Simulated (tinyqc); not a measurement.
# Band bending at a free surface with a continuum of surface states, surface photovoltage and Kelvin probe: what changes with what

n-type bulk, xi = Ec - EF = Vt ln(Nc/Nd), p0 = ni^2/Nd, ni = sqrt(Nc Nv) exp(-Eg/(2 Vt)), Eg in volts. b is the upward band bending, u = b/Vt. Space charge per area, in units of q: Qc = sign(b) sqrt((2 eps0 eps_r Vt/q) [(Nd + dn)(exp(-u) - 1) + Nd u + (p0 + dn)(exp(u) - 1)]), with dn the excess density under light (flat quasi-Fermi levels; 0 in the dark). The states hold -Ds (E0 - xi - b): negative while the Fermi level lies above the neutrality level. Neutrality: Qc + Qf + (charge of the states) = 0.

Parameters, values chosen for the exercise; band and dielectric values close to those of gallium nitride:
```
symbol    value         unit                                                    meaning
T           350            K                                                temperature
Eg         3.36           eV                                                   band gap
eps_r      9.68                                                   relative permittivity
Nc      2.86e18        cm^-3                     conduction-band density of states at T
Nv      5.73e19        cm^-3                        valence-band density of states at T
chi        4.18           eV                                          electron affinity
Nd       1.2e15        cm^-3                                              donor density
Qf       1.9e10        cm^-2                       fixed positive charge at the surface
pt          5.1           eV                             work function of the probe tip
Ds       6.8e11  cm^-2 eV^-1                                  density of surface states
E0         1.11           eV  depth of their neutrality level below the conduction edge
```

Constants: q = 1.602176634e-19 C, kB = 1.380649e-23 J/K, Vt = kB T/q, eps0 = 8.8541878128e-14 F/cm where lengths are in cm. Results are converted to the units shown.

Each table varies one quantity; the others keep the values above.

## Kelvin-probe contrast of the doping

Work function chi + xi + b; contact potential difference CPD = (work function of the sample) - pt. b solves the neutrality condition in the dark.

Kelvin-probe contrast of the doping:
```
Nd (cm^-3)	xi (eV)	b (V)	CPD (mV)
9.7e13	0.3104	0.7320	122.4
3e14	0.2763	0.7357	92.08
9e14	0.2432	0.7191	42.28
2.7e15	0.2101	0.6718	-38.15
8.4e15	0.1758	0.5795	-164.7
2.6e16	0.1418	0.4423	-335.9
7.8e16	0.1086	0.2894	-522.0
2.4e17	0.07474	0.1595	-685.8
```

xi falls by 236 mV over the table and the CPD by 808 mV; b goes from 0.732 through a maximum of 0.736 (at Nd = 3e14 cm^-3 among the rows listed) to 0.159 V. Between the first two rows the CPD follows 89.0 % of the change of xi, and between the last two 483 %. It is below 100 % where b rises with the doping (pinning hides it). It exceeds 100 % where b falls as the doping rises.

## Photovoltage against injection

Same model as above.

Under chopped light the surface charge keeps its dark value, so b falls to bL with Qc(bL, dn) = Qc(b, 0); the photovoltage is b - bL.

Results:
```
dn (cm^-3)	bL (V)	photovoltage (mV)	share of b removed (%)
1.6e6	0.64125	68.867	9.6979
1.9e7	0.58470	125.42	17.661
2.4e8	0.52065	189.47	26.681
2.9e9	0.45453	255.59	35.993
3.6e10	0.38575	324.37	45.679
4.4e11	0.31611	394.01	55.485
5.4e12	0.24548	464.64	65.432
6.6e13	0.17443	535.69	75.436
1e16	0.044637	665.48	93.714
```

Estimate the missing row, dn = 8.1e14 cm^-3.

Computed row:
```
dn (cm^-3)	bL (V)	photovoltage (mV)	share of b removed (%)
8.1e14	0.10423	605.89	85.322
```

With this row back in the table: The photovoltage rises from 68.9 to 665 mV, towards the full b = 710 mV. Its steepest rise is 65.3 mV a decade (Vt ln 10 = 69.4 mV), and it reaches 93.7 % of b in the last row: even strong light does not flatten the bands fully, so a saturation reading understates b. For dn = 1e16 the injection is high, and a Dember voltage, left out here, adds to the signal.

## Pinning by the surface states

Same model as above.

Results:
```
Ds (cm^-2 eV^-1)	b (V)	xi + b (eV)	Qc (cm^-2)
2.4e10	0.0042357	0.23877	1.9095e9
6.7e10	0.11043	0.34497	3.2257e10
5.1e11	0.66165	0.89619	9.0042e10
1.4e12	0.79128	1.0258	9.8853e10
3.9e12	0.84438	1.0789	1.0224e11
1.1e13	0.86433	1.0989	1.0349e11
2.9e13	0.87122	1.1058	1.0391e11
8.1e13	0.87394	1.1085	1.0408e11
```

Estimate the missing row, Ds = 1.8e11 cm^-2 eV^-1.

Computed row:
```
Ds (cm^-2 eV^-1)	b (V)	xi + b (eV)	Qc (cm^-2)
1.8e11	0.39151	0.62604	6.8112e10
```

With this row back in the table: b rises from 0.00424 to 0.874 V. The Fermi level moves towards E0 = 1.11 eV and is within 1.52 meV of it in the last row; it is half-way there at the Ds that solves Ds b = Qc(b) + Qf with b = (E0 - xi)/2, 2.09e11 cm^-2 eV^-1.

Numbers from tinyqc (`OMP_NUM_THREADS=1 python tinyqc.py 2430033 2430034 out.jsonl`; about 0.01 s on one thread of a shared Intel Xeon 2.30GHz).
